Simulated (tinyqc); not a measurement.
Two-valley model of the transferred-electron effect: one step, computed by the program tinyqc. Command: `OMP_NUM_THREADS=1 python tinyqc.py 3002134 3002135 out.jsonl gunn walk`. One thread of a shared host (Intel(R) Xeon(R) Processor @ 2.30GHz), about 0.01 s of CPU time with the checks.

Both kinds of valley share one electron temperature T_e, and each has a constant mobility.

Problem. Does a domain form? Space charge grows at the rate n e |mu_d|/(eps eps_0) during the transit time L/v, with v the valley velocity; Kroemer's criterion asks n L > eps eps_0 v/(e |mu_d|). Transit frequency v/L.

Inputs (values chosen for the exercise, modelled on GaN):
```
quantity                 value        unit
lattice temperature T      500           K
doping n               7.8e+14      1/cm^3
device length L             25  micrometre
permittivity eps           9.7           -
```

Solver: bisection.

valley velocity = 5.347649 1e7 cm/s

most negative differential mobility = -56.14373 cm^2/(V s)

Constants: eps_0 = 8.8541878128e-12 F/m; e = 1.602176634e-19 C.

Give: critical n L; n L of the device; transit frequency.

Solution.

critical n L = 5.106e+12 1/cm^2

n L of the device = 1.95e+12 1/cm^2

transit frequency = 21.39 GHz

n L is 0.382 times the critical product: the field profile stays stable. Caution: T_e at the threshold exceeds 3000 K, outside the range of a Maxwellian in parabolic valleys.
